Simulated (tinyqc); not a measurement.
Changing the back recombination velocity S_b: surface photovoltage measurement of the minority-carrier diffusion length in a wafer. Computed by tinyqc, a small Python program. Command: `OMP_NUM_THREADS=1 python tinyqc.py 3130228 3130229 out.jsonl spv sweep`. One thread of a shared host (Intel(R) Xeon(R) Processor @ 2.30GHz), about 0.03 s of CPU time with the checks.

Low injection, steady light, a depletion layer much thinner than 1/alpha and L. The excess density dn is taken at the front edge of the neutral region; light that reaches the back is lost.

Inputs (values chosen for the exercise, modelled on p-type silicon at room temperature): diffusion length L = 46 micrometre; wafer thickness W = 525 micrometre; diffusivity D = 26.6 cm^2/s; front recombination velocity S_f = 43000 cm/s; photon flux entering = 9.3e+12 1/(cm^2 s); minority density at the surface barrier scale n_0 = 6.2e+10 1/cm^3; temperature T = 298 K; wavelength = 821 nm; relative noise of each reading = 0.5 %; diffusion length after pair splitting over L = 0.9; iron factor C = 1.09e+16 micrometre^2/cm^3.

normal deviates g for the noise: [-0.78, 1.06, -0.17, -0.26, 0.29, -0.21, -0.92]

Constants: k_B = 8.617333262e-05 eV/K.

Method:
- alpha = (84.732/lambda - 76.417)^2 per cm with lambda in micrometre (an empirical fit for silicon between 0.7 and 1.05 micrometre).
- Thick wafer: dn = Phi L/((S_f + D/L)(L + 1/alpha)). Finite wafer, with s = S_b L/D, w = W/L, a = alpha L: dn = [Phi a/(a^2 - 1)] [a - B - exp(-alpha W)(a - s)/(cosh w + s sinh w)]/(S_f + B D/L), B = (sinh w + s cosh w)/(cosh w + s sinh w).
- Photovoltage V = (k_B T/e) ln(1 + dn/n_0). Lifetime = L^2/D.
- Readings y = (Phi/dn) (1 + noise x g) at 780, 830, 880, 920, 950, 975 and 995 nm; a least-squares line y = c (1/alpha + L_app) gives L_app = intercept/slope.
- Splitting iron-boron pairs in boron-doped silicon shortens L; with nothing else changing, [Fe] = C (1/L_after^2 - 1/L^2). It is evaluated with the true lengths and with the apparent ones (without noise), which differ when the wafer is not thick against L.

One run for each value; columns: (1) back recombination velocity S_b (cm/s); (2) apparent length L_app (micrometre); (3) B; (4) dn, finite wafer (1/cm^3); (5) bias, apparent over true less 1 (rounded to 0.001) (%):
```
(1)          (2)     (3)         (4)     (5)
1.00e+00  46.443  1.0000  1.4632e+08   0.000
1.00e+01  46.443  1.0000  1.4632e+08   0.000
1.00e+02  46.443  1.0000  1.4632e+08   0.000
1.00e+03  46.443  1.0000  1.4632e+08   0.000
1.00e+04  46.443  1.0000  1.4632e+08   0.000
1.00e+05  46.443  1.0000  1.4632e+08  -0.001
1.00e+06  46.443  1.0000  1.4632e+08  -0.001
1.00e+07  46.443  1.0000  1.4632e+08  -0.001
```

Over the rows, apparent length L_app (micrometre) falls from 46.44271 to 46.44263; B does not change; dn, finite wafer (1/cm^3) does not change.

Extremes, crossings and ranges named in words are read from the listed rows.
